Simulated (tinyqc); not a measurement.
From one set of inputs to another, one input at a time: atomic layer deposition: Langmuir saturation, growth per cycle and coating of deep features. Computed by tinyqc, a small Python program. Command: `OMP_NUM_THREADS=1 python tinyqc.py 3010121 3010122 out.jsonl ald ladder`. One thread of a shared host (Intel(R) Xeon(R) Processor @ 2.30GHz), about 0.05 s of CPU time with the checks.

Precursor A sticks only on free sites, so a long enough pulse saturates; co-reactant B then frees the sites again.

The inputs printed are set A. Set A is modelled on aluminium oxide from trimethylaluminium and water; the values taken over come from a set modelled on hafnium oxide from an amide and water. Inputs not listed in the table keep their values of set A, so the rows need not describe a real material.

Inputs (values chosen for the exercise, modelled on aluminium oxide from trimethylaluminium and water): precursor mass M = 72 u; site density q = 4.5 1/nm^2; growth per cycle at saturation G = 1.1 angstrom; sticking probability beta on free sites = 0.0046; precursor pressure p = 1 Pa; temperature T = 350 C; pulse time t = 0.033 s; co-reactant completion per pulse c_B = 0.999; desorption energy E_d = 2.06 eV; purge time t_p = 3.6 s; aspect ratio a = 55.

Feature: long trench.

Constants: u = 1.6605390666e-27 kg; k_B = 1.380649e-23 J/K; k_B = 8.617333262e-05 eV/K.

Method:
- Wall flux F = p/sqrt(2 pi M k_B T); rate of filling k_a = beta F/q; desorption k_d = 1e13 exp(-E_d/(k_B T)) per second. 1/m^2 = 1e-18/nm^2.
- Temperatures in kelvin are T(C) + 273.15.
- One cycle from coverage th0: pulse A gives th1 = th_s + (th0 - th_s) exp(-(k_a + k_d) t), th_s = k_a/(k_a + k_d); the purge leaves th2 = th1 exp(-k_d t_p); pulse B converts c_B th2 into film and leaves th3 = (1 - c_B) th2. Growth = G c_B th2.
- The periodic state has th0 = th3: th0 = (1 - c_B) e_p th_s (1 - e_a)/(1 - (1 - c_B) e_p e_a), with e_a = exp(-(k_a + k_d) t), e_p = exp(-k_d t_p).
- Share of impinging molecules used = q (th1 - th0)/(F t).
- Diffusion-limited filling (Gordon) of a long trench of width w, hydraulic diameter 2w, so that a is replaced by a/2 in the hole formula: t = (q/F)(1 + 19a/8 + 3a^2/8). Reaction-limited filling needs ln(100)/k_a at any depth, k_a = beta F/q. Flow is molecular. The front picture holds when the modulus (a/2) sqrt(beta) is well above 1.
- Depth reached by the given pulse: solve the same formula for a. Exposure = p x diffusion-limited time; 1 langmuir = 1.33322e-4 Pa s.

Each row keeps all changes above it; columns: (1) input moved; (2) from; (3) to; (4) growth per cycle (angstrom); (5) aspect ratio reached by the front in time t; (6) share of impinging molecules used:
```
(1)                                         (2)      (3)     (4)     (5)        (6)
set A                                         -        -  0.3765   12.66  0.0037555
pulse time t (s)                          0.033    0.049  0.5094   16.03  0.0034219
precursor pressure p (Pa)                     1       34  1.0980  107.68  0.0002169
precursor mass M (u)                         72      411  1.0979   68.58  0.0005182
aspect ratio a                               55       62  1.0979   68.58  0.0005182
sticking probability beta on free sites  0.0046  0.00063  0.7722   68.58  0.0003645
site density q (1/nm^2)                     4.5      2.8  0.9422   87.76  0.0002767
temperature T (C)                           350      200  0.9820   94.24  0.0002511
```

Growth per cycle goes from 0.377 to 0.982, a factor 2.61 in all. The largest single move comes from precursor pressure p (a factor 2.16), and sticking probability beta on free sites works against it (a factor 0.703). Aspect ratio reached by the front in time t goes from 12.7 to 94.2, a factor 7.44 in all. The largest single move comes from precursor pressure p (a factor 6.72), and precursor mass M works against it (a factor 0.637). Share of impinging molecules used goes from 0.00376 to 2.51e-4, a factor 0.0669 in all. The largest single move comes from precursor pressure p (a factor 0.0634), and precursor mass M works against it (a factor 2.39). The single moves hold for this order of the switches; the total does not depend on the order.

Caution (rows set A, pulse time t, precursor pressure p, precursor mass M, aspect ratio a, sticking probability beta on free sites, site density q): many metal-organic precursors decompose at such temperatures, which adds growth left out here. Caution (rows set A, pulse time t, sticking probability beta on free sites, site density q, temperature T): the pulse is shorter than ln(100)/k_a, so even the open surface is not saturated and the depth reached has no meaning. Caution (rows set A, pulse time t, sticking probability beta on free sites, site density q, temperature T): the depth reached is formal here: it is under 4/sqrt(beta), so no sharp front has formed.

Extremes, crossings and ranges named in words are read from the listed rows.
